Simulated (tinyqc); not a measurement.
Length of a polyene: Hueckel, PPP and singles CI along the polyenes. Computed by the program tinyqc. Hueckel uses the same beta without repulsion; CIS keeps all single excitations and so misses the low, doubly excited 2Ag state. W is the valence ionisation energy of a centre, MN the Mataga-Nishimoto formula, f the oscillator strength.

All-trans chains of carbon centres 1.40 angstrom apart:

| parameter | value |
|---|---|
| beta (eV), times 1 +/- alternation | -2.700000 |
| alternation | 0.050000 |
| W (eV) | 11.160000 |
| gamma_rr (eV) | 10.290000 |
| repulsion formula | Ohno |

Gaps and excitations (eV):

| centres | Hueckel gap | PPP orbital gap | bright singlet (CIS) | f | lowest triplet (CIS) |
|---|---|---|---|---|---|
| 2 | 5.6700 | 12.9446 | 7.1777 | 0.6154 | 4.1623 |
| 4 | 3.6582 | 10.1150 | 5.5333 | 1.1591 | 2.8883 |
| 8 | 2.2226 | 7.8257 | 3.9920 | 2.0697 | 1.9472 |
| 10 | 1.8904 | 7.2620 | 3.5780 | 2.4607 | 1.7467 |
| 12 | 1.6599 | 6.8682 | 3.2790 | 2.8209 | 1.6169 |

Estimate the missing row, centres = 6.

Computed row:
```
centres  Hueckel gap  PPP orbital gap  bright singlet (CIS)       f  lowest triplet (CIS)
6             2.7414           8.6828                4.5931  1.6383                2.2795
```

The Hueckel gap tends to 4 x alternation x |beta| = 0.54 eV for long chains. Exchange opens the PPP orbital gap, and the attraction of electron and hole brings the bright state 3.59 eV below it at 12 centres; the triplet lies 1.66 eV lower still.
